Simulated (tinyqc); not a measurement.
# Changing the anneal temperature T

Model: solubility, supersaturation, precipitation and gettering of an impurity in a silicon-like host. Computed by tinyqc, a small Python program. Command: `OMP_NUM_THREADS=1 python tinyqc.py 3001156 3001157 out.jsonl ripen sweep`. One thread of a shared host (Intel(R) Xeon(R) Processor @ 2.30GHz), about 0.01 s of CPU time with the checks.

The wafer was saturated at T1 and is then held at T.

Inputs (values chosen for the exercise, modelled on gold in silicon):
```
quantity                                   value    unit
site density N0                            5e+22  1/cm^3
enthalpy of solution H                      1.99      eV
entropy of solution S                        2.3     k_B
diffusion prefactor D0                   0.00029  cm^2/s
migration energy Q                          1.15      eV
temperature of saturation T1                1250       K
sink density n                           1.5e+11  1/cm^3
initial sink radius r0                       8.4      nm
impurity density in the precipitate C_p  3.5e+22  1/cm^3
interface energy gamma                      0.75   J/m^2
anneal time t                               5000       s
```

Constants: k_B = 8.617333262e-05 eV/K; k_B = 1.380649e-23 J/K.

Method:
- C_eq(T) = N0 exp(S/k_B - H/(k_B T)); D(T) = D0 exp(-Q/(k_B T)); C0 = C_eq(T1). Supersaturation s = C0/C_eq(T); critical radius r* = 2 gamma/(C_p k_B T ln s); barrier W* = (4 pi/3) gamma r*^2. Strain energy is left out.
- tau0 = 1/(4 pi n r0 D); C_fixed(t) = C_eq + (C0 - C_eq) exp(-t/tau0). If all excess precipitates, the final radius is r_f = [r0^3 + 3 (C0 - C_eq)/(4 pi n C_p)]^(1/3), with tau_f = 1/(4 pi n r_f D).
- Growing sinks: with y = r/r_f and y0 = r0/r_f, dy/dt = (1 - y^3)/(3 tau_f y), which integrates to t/tau_f = F(y) - F(y0), F(y) = (1/2) ln[(1 + y + y^2)/(1 - y)^2] - sqrt(3) arctan[(2y + 1)/sqrt(3)]; the share of the excess left is (1 - y^3)/(1 - y0^3), and C(t) = C_eq + (C0 - C_eq) x share.

One run for each value; columns: (1) anneal temperature T (K); (2) C(t) with growing sinks (1/cm^3); (3) tau_f (s); (4) supersaturation s; (5) critical radius r* (nm); (6) W*/(k_B T):
```
(1)         (2)        (3)        (4)    (5)   (6)
688   4.686e+15  5.215e+05  3.580e+06  0.299    30
750   4.527e+15  1.049e+05  2.233e+05  0.336    34
812   3.992e+15  2.697e+04  2.127e+04  0.384    41
875   2.698e+15  8.260e+03  2.745e+03  0.448    52
938   9.564e+14  2.966e+03  4.664e+02  0.539    70
1000  1.345e+14  1.228e+03  1.014e+02  0.672   103
1060  1.732e+14  5.785e+02  2.742e+01  0.884   168
1120  5.537e+14  2.969e+02  8.536e+00  1.292   339
1190  1.862e+15  1.512e+02  2.538e+00  2.800  1500
```

Over the rows, C(t) with growing sinks (1/cm^3) goes from 4.69e15 through a minimum among these rows, 1.35e14 at 1000, to 1.86e15; tau_f (s) falls from 522000 to 151 (exponent d ln y / d ln x -19 between the first rows and -11 between the last). When cold, diffusion is too slow for the time given; when hot, the solubility sets the floor.

Caution (rows 688, 750): the barrier to homogeneous nucleation is below 35 k_B T for these inputs, so new precipitates would form and outnumber the fixed sinks assumed here. Caution (rows 688, 750, 812): a critical radius of atomic size is outside the capillary model.

Extremes, crossings and ranges named in words are read from the listed rows.
